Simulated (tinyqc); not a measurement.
# Permittivity of the insulator from five potentials

Inverse problem. A node lies on a semiconductor-insulator interface. Steps: hs = tb/1 down into the semiconductor, ho = tox/1 up into the insulator, hy = L/4 sideways. The flux balance of its box reads eox (hy/ho)(above - node) + eps_r (hy/hs)(below - node) + [(eps_r hs + eox ho)/(2 hy)](left + right - 2 node) - q Na (hs/2) hy/eps0 = 0. Find eox.

Inputs (values chosen for the exercise); semiconductor permittivity made up: relative permittivity of the semiconductor eps_r = 18.3; half the body thickness tb = 3 nm; insulator thickness tox = 6.2 nm; channel length L = 21 nm; acceptor density of the depleted body Na = 0 cm^-3.

Constants: q = 1.602176634e-19 C, eps0 = 8.8541878128e-14 F/cm where lengths are in cm. Results are converted to the units shown.

psi (V): node 0.27103645, above 0.05, below 0.29794954, left 0.49, right 0.24302917

Solution. The balance is linear in eox.

eox = 25.00

Program tinyqc, `OMP_NUM_THREADS=1 python tinyqc.py 2480010 2480011 out.jsonl`; Intel Xeon 2.30GHz, shared host, one thread, about 0.09 s.
